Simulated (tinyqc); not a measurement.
Resistance of a circular point contact between the ballistic and the diffusive limit: one step of the calculation.

Two half-spaces of a free-electron metal (one valley, spin 2) meet through a circular opening of radius a in an insulating sheet.

Question. Fermi wave number and resistivity. kF = (3 pi^2 n)^(1/3), resistivity rho = hbar kF/(n q^2 l). Maxwell: RM = rho/(2 a); Sharvin: RS = 4 rho l/(3 pi a^2); interpolation R = RS + gamma RM, gamma = (1 + 0.83 K)/(1 + 1.33 K), K = l/a.

Parameters, values chosen for the exercise:
```
symbol,value,unit,meaning
n,3.2e20,cm^-3,free-electron density
l,22,nm,mean free path
a,10,nm,radius of the opening
```

Constants: q = 1.602176634e-19 C, hbar = 1.054571817e-34 J s. Results are converted to the units shown.

Find: kF; rho; modes (kF a)^2/4.

Answer.

kF = 2.116 1/nm
rho = 123.5 uohm cm
modes (kF a)^2/4 = 111.9

Program tinyqc, `OMP_NUM_THREADS=1 python tinyqc.py 2760126 2760127 out.jsonl`; Intel Xeon 2.30GHz, shared host, one thread, about 0.01 s.
